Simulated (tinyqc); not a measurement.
Plane-wave Kohn-Sham cycle with exchange-only LDA in a layered model solid, step by step. One step of it, computed by the program tinyqc.

Task: Iteration 1: levels at that k. Diagonalise the Hermitian matrix.

H (hartree), lower triangle:
```
           -2         -1         +0         +1        +2
-2   2.500927
-1  -0.145000   0.470144
+0   0.000000  -0.145000  -0.206783
+1   0.000000   0.000000  -0.145000   0.470144
+2   0.000000   0.000000   0.000000  -0.145000  2.500927
```

Give: eigenvalues.

Result:

eigenvalues (hartree): -0.2646  0.4598  0.5176  2.5112  2.5113
